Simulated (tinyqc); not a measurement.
## Van der Pauw, Hall and four-point-probe measurements on a doped layer: correction factor against the shape of the sample

A uniform p-type layer with sheet resistance Rs = 1/(q ns mu), point contacts, low field (mu B small).

Rs = 1/(q ns mu). For a rectangle with contacts at the corners, RA = (8 Rs/pi) sum_(k>=0) ln coth((2k + 1) pi a/(2 b)) with current along a short side b and voltage along the opposite one, RB the same with a and b exchanged. ar = a/b. F = Rs/[(pi/ln 2)(RA + RB)/2]; small-asymmetry estimate 1 - (ln 2/2) d^2 - ((ln 2)^2/4 - (ln 2)^3/12) d^4 with d = (RB - RA)/(RB + RA).

Inputs (values chosen for the exercise):
- ns = 1.4e13 cm^-2 (sheet density of the layer)
- mu = 85 cm^2/(V s) (drift mobility)

Constants: q = 1.602176634e-19 C. Results are converted to the units shown.

Result of one run:
```
RA (ohm)  RB (ohm)  RB/RA       F  estimate of F
124.1         4402  35.48  0.5114         0.6167
```

Which side ratio a/b of a rectangular sample with corner contacts ar gave this result: 1.29, 1.43, 1.57, 1.71 or 2?

ar = 1.71.

The whole series:
```
ar    RA (ohm)  RB (ohm)  RB/RA       F  estimate of F
1         1157      1157  1.000   1.000          1.000
1.14     744.3      1707  2.293  0.9442         0.9444
1.29     464.3      2363  5.089  0.8185         0.8249
1.43     299.0      3018  10.09  0.6977         0.7254
1.57     192.6      3701  19.22  0.5944         0.6577
1.71     124.1      4402  35.48  0.5114         0.6167
1.86     77.44      5165  66.70  0.4415         0.5917
2        49.88      5886  118.0  0.3899         0.5787
```

RB/RA rises from 1.00 to 118 and F falls from 1.00 to 0.390. The estimate is 0.78 % above F at a/b = 1.29 and 48 % above it in the last row. RA shrinks about as exp(-pi a/b): by a factor of 1.55 between the last two rows, against 1.55.

Numbers from tinyqc (`OMP_NUM_THREADS=1 python tinyqc.py 2850176 2850177 out.jsonl`; about 0.05 s on one thread of a shared Intel Xeon 2.30GHz).
